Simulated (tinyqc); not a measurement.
Inside a calculation. Model: thermal boundary conductance by the acoustic and diffuse mismatch models. Computed by tinyqc, a small Python program that keeps every step. Command: `OMP_NUM_THREADS=1 python tinyqc.py 3008076 3008077 out.jsonl kapitza walk`. One thread of a shared host (Intel(R) Xeon(R) Processor @ 2.30GHz), about 0.01 s of CPU time with the checks. Intermediate numbers are printed to about 7 digits and carried at full precision; extremes and crossings named in words are read from the listed rows.

Each side has one longitudinal and two transverse Debye branches, omega = v q up to q_D = (6 pi^2 n)^(1/3), with n counting all atoms. Scattering at the interface is elastic. Electrons are left out of G, also for metals. Melting is ignored. G refers to the temperatures of the phonons sent towards the interface. Linear branches over all atoms overstate G at high T, most for crystals with several atoms a cell.

Inputs (values chosen for the exercise, modelled on copper (side 1) and silica (side 2)):

| quantity | value | unit |
|---|---|---|
| density rho_1 | 9.11 | g/cm^3 |
| longitudinal velocity vL_1 | 4900 | m/s |
| transverse velocity vT_1 | 2510 | m/s |
| atom density n_1 | 84.3 | 1/nm^3 |
| conductivity kappa_1 | 405 | W/(m K) |
| density rho_2 | 2.19 | g/cm^3 |
| longitudinal velocity vL_2 | 5970 | m/s |
| transverse velocity vT_2 | 3790 | m/s |
| atom density n_2 | 66.5 | 1/nm^3 |
| conductivity kappa_2 | 1.39 | W/(m K) |
| temperature T | 4.2 | K |
| thickness d_1 | 170 | nm |
| thickness d_2 | 52 | nm |
| heat flux J | 39 | kW/cm^2 |

Structure: superlattice.

Constants: hbar = 1.054571817e-34 J s; k_B = 1.380649e-23 J/K.

## Cut-off frequencies and impedances

omega_c = v q_D for each branch, given as hbar omega_c/k_B; impedance Z = rho v.

Branches:

| branch | v (m/s) | cut-off (K) | Z (1e6 kg/(m^2 s)) |
|---|---|---|---|
| L, side 1 | 4900 | 639.6590 | 44.6390 |
| T, side 1 | 2510 | 327.6620 | 22.8661 |
| L, side 2 | 5970 | 720.0977 | 13.0743 |
| T, side 2 | 3790 | 457.1475 | 8.3001 |

## Acoustic mismatch: transmission of each branch

No mode conversion. t(theta) = 4 Z_1 Z_2 cos(theta_1) cos(theta_2)/N^2, with N = Z_2 cos(theta_1) + Z_1 cos(theta_2) for L (the form for pressure waves) and N = Z_1 cos(theta_1) + Z_2 cos(theta_2) for both T branches (the form for shear waves polarised along the interface); sin(theta_2) = (v_2/v_1) sin(theta_1), and t = 0 beyond the critical angle arcsin(v_1/v_2); the mean over the incoming flux is alpha = 2 int t sin(theta_1) cos(theta_1) d theta_1 (64 Gauss-Legendre points).

Transmission:

| branch | t at normal incidence | largest angle from side 1 (deg) | alpha, 1 to 2 | alpha, 2 to 1 |
|---|---|---|---|---|
| L | 0.7008758 | 55.16200 | 0.5278744 | 0.7835868 |
| T | 0.7815697 | 41.47316 | 0.2844854 | 0.6486210 |

For L waves from side 1 the critical cone of 55 degrees bounds the transmission; the mean is 0.53 against 0.70 at normal incidence. For T waves from side 1 the critical cone of 41 degrees bounds the transmission; the mean is 0.28 against 0.78 at normal incidence.

## Diffuse mismatch: transmission at low frequency

A phonon forgets its side and branch: alpha(1 to 2) = S_2/(S_1 + S_2), S_i = 1/vL_i^2 + 2/vT_i^2.

S_1 = 3.591046e-07 s^2/m^2

S_2 = 1.672937e-07 s^2/m^2

diffuse alpha, 1 to 2 = 0.3178082

## Boundary conductance

G = (k_B^4 T^3/(8 pi^2 hbar^3)) int W(x) x^4 e^x/(e^x - 1)^2 dx, x = hbar omega/(k_B T). Acoustic mismatch: W = sum over the three branches of alpha(1 to 2)/v_1^2, each up to the lower of its two cut-offs. Diffuse mismatch: W = S_1 S_2/(S_1 + S_2), where S_i sums 1/v^2 over the branches of side i still below their cut-off. Radiation limit: W = min(S_1, S_2). The integral is split at the four cut-offs (64 Gauss-Legendre points a piece, x at most 45). Boundary resistance R = 1/G and Kapitza length kappa_2/G use the diffuse value.

G, acoustic mismatch = 0.08480065 MW/(m^2 K)

G, diffuse mismatch = 0.08618209 MW/(m^2 K)

G, radiation limit = 0.1263312 MW/(m^2 K)

boundary resistance R = 11603.34 m^2 K/GW

Kapitza length in side 2 = 16128.64 nm

The diffuse value is 1.02 times the acoustic one and 68 % of the radiation limit.  Caution: kappa_2 is of room-temperature size, so the Kapitza length is only nominal at this T.

## Conductance against temperature

The formulas are those given above.

G (MW/(m^2 K)):

| T (K) | acoustic mismatch | diffuse mismatch | radiation limit |
|---|---|---|---|
| 2 | 0.009156749 | 0.009305916 | 0.01364120 |
| 5 | 0.1430742 | 0.1454049 | 0.2131438 |
| 10 | 1.144594 | 1.163240 | 1.705150 |
| 20 | 9.154720 | 9.304100 | 13.63838 |
| 40 | 68.39354 | 69.98780 | 102.2758 |
| 80 | 307.2982 | 321.6107 | 465.1191 |
| 150 | 680.7560 | 698.4617 | 1018.079 |
| 300 | 997.6479 | 997.4267 | 1469.900 |
| 600 | 1120.941 | 1110.071 | 1642.638 |
| 1000 | 1150.768 | 1137.072 | 1684.220 |

All three follow T^3 at the cold end (exponent 3.00 for the diffuse model) and flatten at high T (exponent 0.05 at the hot end); the lowest cut-off is 328 K. The ratio of diffuse to acoustic goes from 1.02 to 0.99. The plateau is set by the frequencies that both sides share.

## Cross-plane conductivity of the superlattice

kappa_eff = (d_1 + d_2)/(d_1/kappa_1 + d_2/kappa_2 + 2 R), two interfaces a period, with bulk conductivities in the layers; the gradient is J/kappa_eff.

kappa_eff = 0.009550643 W/(m K)

kappa_eff without interfaces = 5.868386 W/(m K)

interface share of the resistance = 0.9983725

temperature gradient = 40834.95 K/micrometre

The interfaces carry most of the resistance: if both layers are scaled together, kappa_eff grows with the exponent 1.00, the interface share. Caution: the conductivities are of room-temperature size; at this T real values can differ much and free paths can be long. Caution: R from emitted-phonon temperatures is too large for use in series with Fourier layers, by up to a factor of about 2. Caution: layers this thin are often below the phonon free path, where bulk conductivities and independent interfaces no longer hold.

Checks made by the program: detailed balance alpha_12/v_1^2 = alpha_21/v_2^2 (relative difference below 1e-10); low-temperature limit G = pi^2 k_B^4 T^3 alpha S_1/(30 hbar^3) (relative difference below 1e-10).
